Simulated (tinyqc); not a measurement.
# One electron in a tunnel-coupled double dot: charge qubit, sensing and quantum capacitance: two studies

Basis (left, right), H = [[ep/2, tc], [tc, -ep/2]], splitting Om = sqrt(ep^2 + 4 tc^2), ep = al times the gate voltage. In equilibrium the electron is on the right with the chance P_R = [1 + (ep/Om) tanh(Om/2 kB T)]/2.

Inputs (values chosen for the exercise): tunnel coupling tc = 28 ueV; electron temperature T = 0.07 K; lever arm of the gate on the detuning al = 0.44 eV/V; deviation of quasi-static detuning noise se = 2.2 ueV.

Constants: q = 1.602176634e-19 C, kB = 1.380649e-23 J/K, hbar = 1.054571817e-34 J s, h = 6.62607015e-34 J s, Vt = kB T/q. Results are converted to the units shown.

Each table varies one quantity; the others keep the values above.

## Line shape against detuning

q^2 al^2 dP_R/d(ep) splits into Cq = q^2 al^2 (2 tc^2/Om^3) tanh(Om/2 kB T) and Ct = q^2 al^2 (ep/Om)^2/(4 kB T cosh^2(Om/2 kB T)); Ct appears only if relaxation is faster than the drive. A resonator of frequency f0, capacitance Cp and quality factor Q shifts by df = -f0 Cq/(2 Cp) and its phase by -2 Q Cq/Cp. A Ct of 0 means below 1e-6 aF.

Line shape against detuning:
```
ep (ueV)	Om (ueV)	P_R	Cq (aF)	Ct (aF)
0	56.00	0.5000	276.9	0
19.6	59.33	0.6652	232.8	0.03002
39.2	68.36	0.7867	152.3	0.02026
58.8	81.20	0.8621	90.84	0.003843
78.4	96.35	0.9069	54.38	3.940e-4
98	112.9	0.9341	33.82	2.898e-5
117.6	130.3	0.9514	22.01	1.756e-6
137.2	148.2	0.9629	14.95	0
156.8	166.5	0.9709	10.54	0
176.4	185.1	0.9766	7.672	0
196	203.8	0.9808	5.742	0
```

What does the table show?

Cq falls from 277 to 5.74 aF, and Ct goes from 0 through a maximum of 0.0300 (at ep = 19.6 ueV among the rows listed) to 0 aF. Among the rows listed Ct reaches at most 0.0108 % of the peak of Cq, with tc/kB T = 4.6: the line is set by the coupling, and its half width is near 1.53 tc.

## Coherence against detuning

Noise in ep shifts Om by (ep/Om) d + (2 tc^2/Om^3) d^2. For Gaussian d of deviation se the spread of Om is sqrt[(ep se/Om)^2 + 2 (2 tc^2 se^2/Om^3)^2], and T2* is estimated as sqrt(2) hbar/spread; Om T2*/h counts the oscillations within T2*.

Coherence against detuning:
```
ep (ueV)	Om (ueV)	T2* (ns)	oscillations within T2*
0	56.00	15.23	206.2
1.4	56.02	11.33	153.5
2.8	56.07	7.411	100.5
5.6	56.28	4.100	55.79
11	57.07	2.175	30.02
22	60.17	1.155	16.80
42	70.00	0.7050	11.93
84	101.0	0.5085	12.41
170	179.0	0.4455	19.28
```

T2* falls from 15.2 to 0.445 ns, towards sqrt(2) hbar/se = 0.423 ns far from the anticrossing; the first row is 34.2 times the last. First and second order are equal near ep = sqrt(2) se/2 = 1.56 ueV.

tinyqc, about 0.01 s, one thread, Intel Xeon 2.30GHz (shared host): `OMP_NUM_THREADS=1 python tinyqc.py 2470040 2470041 out.jsonl`
